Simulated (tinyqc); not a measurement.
Thermoelectric coefficients with electrons and holes, Landauer integrals: effect of the Fermi level.

Bulk parabolic band, x = (E - Ec)/kB T, C = hbar^2/(2 m0), kB T in eV. Modes per area gv m kB T x/(4 pi C) times the back-scattering length l0 x^rr give the transport function s0 X(x), s0 = (2 q^2/h) gv m kB T l0/(4 pi C), X = x^(1 + rr). Holes have the same form with the prefactor bb s0 and the reduced level -eta - xg in place of eta. I_k = int X (x - eta)^k w dx, w = 1/(4 cosh^2((x - eta)/2)).

sigma = s0 I_0, S = -(kB/q) I_1/I_0, Lorenz number L = (kB/q)^2 [I_2/I_0 - (I_1/I_0)^2], kappa_e = L sigma T. With both bands: sigma = sigma_n + sigma_p, S = (sigma_n S_n + sigma_p S_p)/sigma with S_p = +(kB/q) I_1/I_0 of the holes, and kappa_e is the sum of L sigma T of both bands and the bipolar term sigma_n sigma_p (S_p - S_n)^2 T/sigma. Power factor S^2 sigma, ZT = S^2 sigma T/(kappa_e + kL). The integrals are converged.

Parameters, values chosen for the exercise:
- T = 500 K (temperature)
- m = 1.1 m0 (mass of one valley)
- gv = 2 (valleys)
- l0 = 8.4 nm (back-scattering length at x = 1)
- rr = 0 (energy exponent of that length)
- kL = 5.4 W/(m K) (lattice thermal conductivity)
- xg = 2.5 (gap over kB T)
- bb = 2.6 (ratio of the hole prefactor to the electron prefactor)

Constants: q = 1.602176634e-19 C, kB = 1.380649e-23 J/K, hbar = 1.054571817e-34 J s, h = 6.62607015e-34 J s, m0 = 9.1093837015e-31 kg, Vt = kB T/q, hbar^2/(2 m0) = 0.0380998212 eV nm^2. Results are converted to the units shown.

Results:

| eta | sigma (S/cm) | S (uV/K) | kappa_e (W/(m K)) | power factor (mW/(m K^2)) | ZT |
|---|---|---|---|---|---|
| -4.5 | 7140.0 | 111.05 | 6.9456 | 8.8047 | 0.35659 |
| -3.3 | 3970.2 | 153.07 | 4.2493 | 9.3026 | 0.48204 |
| -2.1 | 1867.6 | 183.27 | 3.8424 | 6.2728 | 0.33935 |
| -0.9 | 1055.7 | 75.354 | 5.1753 | 0.59946 | 0.028343 |
| 0.3 | 1298.7 | -94.949 | 4.0996 | 1.1708 | 0.061623 |
| 1.5 | 2253.2 | -112.39 | 3.2469 | 2.8462 | 0.16458 |
| 2.7 | 3581.4 | -89.263 | 3.9515 | 2.8536 | 0.15258 |
| 3.9 | 5056.8 | -68.844 | 5.4442 | 2.3967 | 0.11050 |
| 6.3 | 8120.8 | -44.718 | 9.1886 | 1.6239 | 0.055657 |
| 7.5 | 9665.1 | -37.720 | 11.150 | 1.3751 | 0.041545 |

Estimate the missing row, eta = 5.1.

Computed row:

| eta | sigma (S/cm) | S (uV/K) | kappa_e (W/(m K)) | power factor (mW/(m K^2)) | ZT |
|---|---|---|---|---|---|
| 5.1 | 6581.2 | -54.569 | 7.2586 | 1.9597 | 0.077406 |

With this row back in the table: sigma goes from 7140 through a minimum of 1060 (at eta = -0.9 among the rows listed) to 9670 S/cm, and S moves up and down between -112 and 183 uV/K. Among the rows the power factor is largest at eta = -3.3 and ZT, 0.482, at eta = -3.3, where S = 153 uV/K. S changes sign inside the gap, where the electron and hole terms cancel.

Range of the model: Parabolic bands, elastic scattering and a fixed kL make these model figures, not those of a material.

tinyqc, about 0.04 s, one thread, Intel Xeon 2.30GHz (shared host): `OMP_NUM_THREADS=1 python tinyqc.py 2800125 2800126 out.jsonl`
